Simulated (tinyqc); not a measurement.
Resistance of a source-drain extension with a graded tip: effect of the position under the gate where the fall begins.

y runs along the channel, the gate covers y > 0. The doping is N0 for y < y0 and N0 10^(-(y - y0)/la) beyond, uniform over the depth xj. Sheet conductance s(y) = q mu(N) max(N - Nch, 0) xj + (for y > 0) ma Cox Vo, with mu(N) = u0 + (u1 - u0)/(1 + (N/Nr)^au) and Cox = eps0 eox/tox. Current is taken as one-dimensional; depletion of the tip, spreading and the contact are left out. The metallurgical junction lies at yj, where N = Nch.

R_spacer = integral of dy/s from -Ls to 0, R_ov from 0 to yj, R_channel = (Lg - 2 yj)/(ma Cox Vo), R_total = 2 R_spacer + 2 R_ov + R_channel. Electrical length L_eff = ma Cox dR_total/d(1/Vo); R_series = R_total - L_eff/(ma Cox Vo).

Inputs (values chosen for the exercise); mobility law close to that of electrons in silicon:
- eox = 3.9 (relative permittivity of the gate insulator (close to silicon dioxide))
- tox = 2 nm (insulator thickness)
- N0 = 9.5e19 cm^-3 (active doping of the extension far from the gate)
- la = 3.3 nm/decade (lateral abruptness)
- xj = 17 nm (depth of the extension)
- Nch = 2.1e18 cm^-3 (channel doping)
- Ls = 7 nm (spacer length)
- Vo = 0.81 V (gate overdrive)
- ma = 170 cm^2/(V s) (mobility of the gate-induced layer)
- u1 = 1414 cm^2/(V s) (mobility at low doping)
- u0 = 68.5 cm^2/(V s) (mobility at high doping)
- Nr = 9.2e16 cm^-3 (reference doping)
- au = 0.711 (exponent)
- Lg = 90 nm (gate length)

Constants: q = 1.602176634e-19 C, eps0 = 8.8541878128e-14 F/cm where lengths are in cm. Results are converted to the units shown.

Results:

| y0 (nm) | yj (nm) | R_spacer (ohm um) | R_ov (ohm um) | R_channel (ohm um) | R_total (ohm um) | L_eff (nm) | R_series (ohm um) |
|---|---|---|---|---|---|---|---|
| -4 | 1.463 | 11.19 | 4.929 | 366.2 | 398.5 | 88.98 | 24.20 |
| -2 | 3.463 | 4.590 | 8.775 | 349.4 | 376.1 | 85.86 | 15.03 |
| 0 | 5.463 | 3.542 | 10.40 | 332.6 | 360.5 | 82.02 | 15.50 |
| 2 | 7.463 | 3.542 | 11.30 | 315.8 | 345.5 | 78.06 | 17.11 |
| 4 | 9.463 | 3.542 | 12.20 | 298.9 | 330.4 | 74.11 | 18.72 |
| 8 | 13.46 | 3.542 | 14.01 | 265.3 | 300.4 | 66.20 | 21.95 |

Estimate the missing row, y0 = 6 nm.

Computed row:

| y0 (nm) | yj (nm) | R_spacer (ohm um) | R_ov (ohm um) | R_channel (ohm um) | R_total (ohm um) | L_eff (nm) | R_series (ohm um) |
|---|---|---|---|---|---|---|---|
| 6 | 11.46 | 3.542 | 13.11 | 282.1 | 315.4 | 70.16 | 20.33 |

With this row back in the table: As y0 goes from -4 to 8, R_total falls from 398 to 300 ohm um, L_eff falls from 89.0 to 66.2 nm and R_series goes from 24.2 through a minimum of 15.0 (at y0 = -2 among the rows listed) to 21.9 ohm um. More overlap also shortens the channel and adds capacitance, effects on threshold and speed that are left out.

tinyqc, about 0.03 s, one thread, Intel Xeon 2.30GHz (shared host): `OMP_NUM_THREADS=1 python tinyqc.py 2282122 2282123 out.jsonl`
